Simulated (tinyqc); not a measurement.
# Fermi-level pinning at a metal contact (Cowley-Sze model): two studies

Interface states of density Ds lie behind a thin layer of thickness dl. Neglecting the depletion charge, the barrier for electrons is phi = S (pM - chi) + (1 - S) E0 with S = 1/(1 + q Ds dl/(eps0 ei)); the barrier for holes is Eg - phi.

Values chosen for this exercise; material values close to those of silicon: band gap Eg = 1.14 eV; electron affinity chi = 4 eV; density of interface states Ds = 2.2e14 cm^-2 eV^-1; depth of their neutrality level below the conduction edge E0 = 0.83 eV; thickness of the interface layer dl = 0.46 nm; its relative permittivity ei = 1.4; metal work function pM = 5.01 eV.

Constants: q = 1.602176634e-19 C, eps0 = 8.8541878128e-14 F/cm where lengths are in cm. Results are converted to the units shown.

Each table varies one quantity; the others keep the values above.

## Barrier against work function

phi is listed beside the Schottky-Mott value pM - chi.

Results:

| pM (eV) | pM - chi (eV) | phi (eV) |
|---|---|---|
| 3.4 | -0.60000 | 0.72844 |
| 3.7 | -0.30000 | 0.74975 |
| 4.3 | 0.30000 | 0.79236 |
| 4.6 | 0.60000 | 0.81366 |
| 4.9 | 0.90000 | 0.83497 |
| 5.2 | 1.2000 | 0.85628 |
| 5.5 | 1.5000 | 0.87758 |
| 5.8 | 1.8000 | 0.89889 |

Estimate the missing row, pM = 4 eV.

Computed row:

| pM (eV) | pM - chi (eV) | phi (eV) |
|---|---|---|
| 4 | 0 | 0.77105 |

With this row back in the table: phi rises with slope S = 0.0710, by 0.170 eV over 2.40 eV of work function, and equals the Schottky-Mott value at pM = chi + E0 = 4.83 eV.

## Unpinning by a thin insulator

Same model as above.

An inserted insulator of thickness t and permittivity 5.6 damps the metal-induced states, Ds(t) = Ds exp(-t/0.52 nm), and adds t/5.6 to dl/ei.

Result of one run:

| t (nm) | Ds(t) (cm^-2 eV^-1) | S | phi (eV) |
|---|---|---|---|
| 0.9 | 3.8973e13 | 0.22469 | 0.87044 |

What becomes of these results when the insulator thickness t is changed from 0.9 to 1.8 nm, all else the same?

Result of the changed run:

| t (nm) | Ds(t) (cm^-2 eV^-1) | S | phi (eV) |
|---|---|---|---|
| 1.8 | 6.9039e12 | 0.55187 | 0.92934 |

The whole series:

| t (nm) | Ds(t) (cm^-2 eV^-1) | S | phi (eV) |
|---|---|---|---|
| 0 | 2.2000e14 | 0.071022 | 0.84278 |
| 0.3 | 1.2356e14 | 0.10478 | 0.84886 |
| 0.6 | 6.9393e13 | 0.15453 | 0.85782 |
| 0.9 | 3.8973e13 | 0.22469 | 0.87044 |
| 1.2 | 2.1888e13 | 0.31745 | 0.88714 |
| 1.5 | 1.2293e13 | 0.42979 | 0.90736 |
| 1.8 | 6.9039e12 | 0.55187 | 0.92934 |
| 2.1 | 3.8774e12 | 0.66951 | 0.95051 |
| 2.4 | 2.1776e12 | 0.77021 | 0.96864 |

S rises from 0.0710 to 0.770, and phi rises from 0.843 to 0.969 eV, towards pM - chi = 1.01 eV. The insulator also adds a tunnelling resistance, which is not counted here and sets a best thickness.

Program tinyqc, `OMP_NUM_THREADS=1 python tinyqc.py 2430123 2430124 out.jsonl`; Intel Xeon 2.30GHz, shared host, one thread, about 0.01 s.
